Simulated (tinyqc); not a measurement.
# Off-state leakage of single and stacked transistors: what changes with what

n-channel devices of unit width. Subthreshold current I(Vg, Vs, Vd) = I0 (T/300 K)^0.5 exp[(Vg - Vs - VT(T) - gb (Vs - Vb) + dd (Vd - Vs))/(nf Vt)] (1 - exp(-(Vd - Vs)/Vt)), VT(T) = VT - cT (T - 300 K). Gate-edge tunnelling Ig (Vd/1 V) exp(ag (Vd - 1 V)), for a gate at 0 V, and band-to-band leakage Ab u exp(-Bb/u), u = Vd - Vb + 1 V, flow at a drain held at V; both are taken as independent of T. In a stack of off transistors (all gates at 0 V) the same subthreshold current passes through each.

Inputs (values chosen for the exercise); values of the order met in bulk silicon logic transistors:
- T = 300 K (temperature)
- V = 0.9 V (supply voltage)
- VT = 0.42 V (threshold at 300 K, zero drain and body bias)
- cT = 0.9 mV/K (fall of the threshold with temperature)
- I0 = 0.26 uA/um (current at threshold at 300 K)
- nf = 1.33 (slope factor)
- dd = 0.07 (drain-induced lowering per volt)
- gb = 0.25 (rise of the threshold per volt of source-body bias)
- Ig = 2e-6 uA/um (gate-edge tunnelling current at 1 V)
- ag = 4.8 1/V (exponential slope of the gate current)
- Ab = 200 uA/(um V) (prefactor of band-to-band leakage at the drain)
- Bb = 27 V (its exponential voltage)
- Vb = 0 V (body voltage)

Constants: q = 1.602176634e-19 C, kB = 1.380649e-23 J/K, Vt = kB T/q. Results are converted to the units shown.

Each table varies one quantity; the others keep the values above.

## Subthreshold current against the height of the stack

All n gates at 0 V, bottom source at 0 V, top drain at V; node voltages follow from equal currents.

Subthreshold current against the height of the stack:

| n | I (nA/um) | reduction factor | drain voltage of the bottom device (mV) | source voltage of the top device (mV) | voltage across the top device (V) |
|---|---|---|---|---|---|
| 1 | 0.0080482 | 1.0000 | 900.00 | 0 | 0.90000 |
| 2 | 0.0012126 | 6.6373 | 49.301 | 49.301 | 0.85070 |
| 3 | 6.4624e-4 | 12.454 | 17.130 | 65.694 | 0.83431 |
| 4 | 4.3990e-4 | 18.296 | 10.519 | 75.712 | 0.82429 |
| 5 | 3.3330e-4 | 24.147 | 7.6025 | 82.941 | 0.81706 |
| 6 | 2.6824e-4 | 30.004 | 5.9548 | 88.597 | 0.81140 |

The second transistor cuts the current by a factor of 6.64, the third by a further 1.88 and the sixth by 1.24. The top device keeps 90.2 % of the supply at n = 6, while the drain voltage of the bottom one falls to 0.230 Vt.

## Leakage components against the body voltage

Same model as above.

One transistor with Vg = Vs = 0, Vd = V; stack factor I(one)/I(two in series).

The same in every row: gate edge (nA/um) = 0.0011138; stack factor = 6.6373.

Results:

| Vb (V) | subthreshold (nA/um) | band-to-band (nA/um) | total (nA/um) | largest part |
|---|---|---|---|---|
| 0.2 | 0.034455 | 0.043039 | 0.078607 | band-to-band |
| 0 | 0.0080482 | 0.25599 | 0.26516 | band-to-band |
| -0.4 | 4.3913e-4 | 3.6688 | 3.6703 | band-to-band |
| -0.6 | 1.0258e-4 | 10.200 | 10.201 | band-to-band |
| -0.8 | 2.3960e-5 | 24.516 | 24.517 | band-to-band |
| -1 | 5.5968e-6 | 52.480 | 52.481 | band-to-band |
| -1.2 | 1.3073e-6 | 102.29 | 102.29 | band-to-band |
| -1.4 | 3.0538e-7 | 184.60 | 184.60 | band-to-band |

Estimate the missing row, Vb = -0.2 V.

Computed row:

| Vb (V) | subthreshold (nA/um) | band-to-band (nA/um) | total (nA/um) | largest part |
|---|---|---|---|---|
| -0.2 | 0.0018800 | 1.0951 | 1.0981 | band-to-band |

With this row back in the table: As Vb goes from 0.2 to -1.4, the total leakage rises from 0.0786 to 185 nA/um. The band-to-band part leads at Vb = 0.2 and in all other rows. The reduction by a stack of two stays at 6.64, for the subthreshold part alone. For Vb = 0.2 the body is forward biased; the junction current, left out, is still small at this voltage.

Computed by the program tinyqc: `OMP_NUM_THREADS=1 python tinyqc.py 2242193 2242194 out.jsonl`, one thread of a shared Intel Xeon 2.30GHz, about 0.03 s for the whole run.
